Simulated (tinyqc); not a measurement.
# Changing the three-body strength lambda

Model: Stillinger-Weber potential for a tetrahedral semiconductor. Computed by tinyqc, a small Python program. Command: `OMP_NUM_THREADS=1 python tinyqc.py 3022158 3022159 out.jsonl swsi sweep`. One thread of a shared host (Intel(R) Xeon(R) Processor @ 2.30GHz), about 0.08 s of CPU time with the checks.

With x = r/sigma: pair term eps A (B x^-4 - 1) exp(1/(x - a)); for each pair of neighbours j, k of atom i, three-body term eps lambda exp(gamma/(x_ij - a) + gamma/(x_ik - a)) (cos theta_jik + 1/3)^2; both vanish beyond x = a. A = 7.049556277, B = 0.6022245584, a = 1.8.

Inputs (values chosen for the exercise, modelled on germanium): energy scale eps = 1.937 eV; length scale sigma = 2.166 angstrom; gamma = 1.3.

Constants: 1 eV/angstrom^3 = 160.2176634 GPa.

Method. All angles are tetrahedral, so only the pair term acts; its minimum lies at x = 2^(1/6) with depth eps, and second neighbours lie beyond the cut-off. a0 = 4 d/sqrt3; E = -2 eps per atom. Second derivatives of the energy per atom, volume a0^3/8: e_xx gives C11, e_xx = -e_yy gives 2 (C11 - C12), e_xy = e_yx = h/2 gives the unrelaxed C44(0). Under that shear the second sublattice shifts by u_z; minimising over u_z gives C44 = C44(0) - E_hu^2/(E_uu V) and Kleinman's zeta = |E_hu/E_uu|/(a0/4). The optical force constant is k = 4 E_uu, with M omega^2 = k at the zone centre.

One run for each value:
```
three-body strength lambda  C44 (GPa)  internal strain zeta  C11 (GPa)  C12 (GPa)  unrelaxed C44(0) (GPa)
2                               4.201               0.96584      84.86     80.562                  82.472
5                              10.155               0.91743      89.16     78.412                  83.189
10                             19.251               0.84348      96.32     74.830                  84.383
15                             27.444               0.77686     103.49     71.248                  85.577
30                             47.781               0.61151     124.98     60.501                  89.159
40                             58.645               0.52318     139.31     53.337                  91.547
60                             75.903               0.38286     167.97     39.008                  96.324
```

Give the missing row, three-body strength lambda = 21.

Computed row:
```
three-body strength lambda  C44 (GPa)  internal strain zeta  C11 (GPa)  C12 (GPa)  unrelaxed C44(0) (GPa)
21                             36.264               0.70515     112.09     66.949                  87.010
```

Interpolating between the two neighbouring rows (the first column on a logarithmic scale, the others too where they are positive) misses most in internal strain zeta, by 1.9 %. Over the rows, C44 (GPa) rises from 4.20 to 75.9 (exponent d ln y / d ln x 0.96 between the first rows and 0.64 between the last); internal strain zeta falls from 0.966 to 0.383 (exponent d ln y / d ln x -0.056 between the first rows and -0.77 between the last); C11 (GPa) rises from 84.9 to 168 (exponent d ln y / d ln x 0.054 between the first rows and 0.46 between the last). At the low end the exponent of C44 is 0.96, close to 1: without bond bending the relaxed lattice has no shear stiffness. (C11 + 2 C12)/3 stays at 81.99 GPa, since uniform compression bends no bond, while (C11 - C12)/2 is proportional to lambda, 1.075 GPa per unit.

Caution (all rows): the original fit to silicon is too soft in shear (C44) and too stiff for the optical mode.
